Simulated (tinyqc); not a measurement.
Ballistic Schottky-barrier transistor with a two-dimensional channel, WKB contacts: one step of the calculation.

Source Fermi level 0, drain Fermi level -Vd. Far from the contacts Ec = pn - psi, and the gate moves psi one to one; the band edges relax as exp(-x/lam) from pn at the source and pn - Vd at the drain; Ev = Ec - Eg. A carrier of energy w inside the channel band meets at a contact a barrier of height D (the contact edge beyond the channel edge): T = 1 for w >= D, else exp(-S), S = 4 lam sqrt(m/C) [sqrt(D - w) - sqrt(w) arctan sqrt((D - w)/w)], C = hbar^2/(2 m0). The two contacts combine as Ts Td/(Ts + Td - Ts Td).

Task. Current of the electrons on a coarse grid. I/W = g (2 q^2/h) int T(w) [N(Es + w) - N(Ed + w)] dw with w the energy of motion along the channel, N(y) = (1/2 pi) sqrt(pi m kB T/C) Fm(-y/kB T), Fm(x) = (1/sqrt(pi)) int_0^infinity u^(-1/2)/(1 + exp(u - x)) du. Electrons: Ds = psi, Dd = psi - Vd, Es = Ec, Ed = Ec + Vd. Holes: Ds = -psi, Dd = Vd - psi, Es = -Ev, Ed = -Ev - Vd. The size of each current is taken; both flow from drain to source and add. Simpson's rule on nE equally spaced w from 0 to wm.

Parameters, values chosen for the exercise; channel values close to those of an ultrathin silicon body with silicide contacts: temperature T = 300 K; barrier for electrons at both contacts pn = 0.8 eV; electron mass mn = 0.19 m0; valleys or subbands g = 2; screening length at the contacts lam = 4.5 nm; drain bias Vd = 0.3 V; band shift psi of the channel by the gate ps = 1.03 V; upper end of the grid wm = 1.2 eV; points of the grid nE = 13.

Constants: q = 1.602176634e-19 C, kB = 1.380649e-23 J/K, hbar = 1.054571817e-34 J s, h = 6.62607015e-34 J s, m0 = 9.1093837015e-31 kg, Vt = kB T/q, hbar^2/(2 m0) = 0.0380998212 eV nm^2. Results are converted to the units shown.

Find: w; Ts; Td; T; size of the supply difference; current.

Result.

```
point  w (eV)          Ts          Td           T  size of the supply difference (1/um)
0      0.0000  1.9186e-18  1.2152e-15  1.9155e-18                                332.55
1      0.1000  1.2224e-10   5.2763e-8  1.2196e-10                                251.12
2      0.2000   6.2597e-8   1.7935e-5   6.2380e-8                                111.28
3      0.3000   4.5007e-6   8.2844e-4   4.4764e-6                                6.4526
4      0.4000   1.1442e-4    0.012970   1.1343e-4                               0.14101
5      0.5000   0.0014649    0.096496   0.0014451                             0.0029495
6      0.6000    0.011269     0.39507    0.011078                             6.1635e-5
7      0.7000    0.057491     0.90758    0.057156                             1.2880e-6
8      0.8000     0.20550      1.0000     0.20550                             2.6914e-8
9      0.9000     0.52574      1.0000     0.52574                            5.6240e-10
10     1.0000     0.93389      1.0000     0.93389                            1.1752e-11
11     1.1000      1.0000      1.0000      1.0000                            2.4558e-13
12     1.2000      1.0000      1.0000      1.0000                            5.1318e-15
```

current = 9.3109e-4 uA/um

Range of the model: No scattering, image-force lowering, channel charge or band-to-band tunnelling; parabolic kappa overstates S deep in the gap.

Program tinyqc, `OMP_NUM_THREADS=1 python tinyqc.py 2390033 2390034 out.jsonl`; Intel Xeon 2.30GHz, shared host, one thread, about 0.2 s.
